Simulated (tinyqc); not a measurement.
Monte Carlo simulation of one carrier in a uniform electric field: one step, computed by the program tinyqc. Command: `OMP_NUM_THREADS=1 python tinyqc.py 3007328 3007329 out.jsonl mcfl walk`. One thread of a shared host (Intel(R) Xeon(R) Processor @ 2.30GHz), about 2 s of CPU time with the checks.

The force e F acts along +z. Flights end at the constant total rate Gamma; the part of Gamma that the real rates do not fill is self-scattering, which leaves k unchanged. One valley, no impurities and no intervalley scattering.

Task: Flight 1. Parabolic band: E = hbar^2 k^2/(2 m), speed v = hbar k/m, states per spin, volume and energy g(E) = m k/(2 pi^2 hbar^2). Masses are multiplied by m_0 and all formulas are in SI units. Flight: t = -ln(r1)/Gamma; k_z grows by e F t/hbar; E follows from the band; dz = (E_end - E_start)/(e F). Use row 1 of the random numbers.

Inputs (values chosen for the exercise, modelled on CdS): effective mass m = 0.199 m_0; lattice temperature T = 300 K; electric field F = 0.59 kV/cm.

Crystal: polar. Band: parabolic.

starting wave vector (1/nm): 0.13  -0.29  0.016

Random numbers (0.02 to 0.98, from up to 60 sets tried for early real events), one row a flight:
```
       r1      r2      r3      r4
1  0.6817  0.1727  0.5756  0.1060
2  0.4800  0.8858  0.3868  0.2115
3  0.5865  0.8879  0.7609  0.1780
4  0.8109  0.1085  0.6157  0.3815
5  0.0438  0.6190  0.2081  0.6736
6  0.7073  0.4211  0.0660  0.8766
7  0.8278  0.2835  0.2547  0.5117
```

Gamma = 85.41972 1e12/s

Constants: e = 1.602176634e-19 C; hbar = 1.054571817e-34 J s; m_0 = 9.1093837015e-31 kg.

Give: flight time t; k at the end of the flight; energy at the end; displacement dz.

Result:

flight time t = 4.486 fs

k at the end of the flight (1/nm): 0.1300  -0.2900  0.0164

energy at the end = 19.39 meV

displacement dz = 0.04228 nm
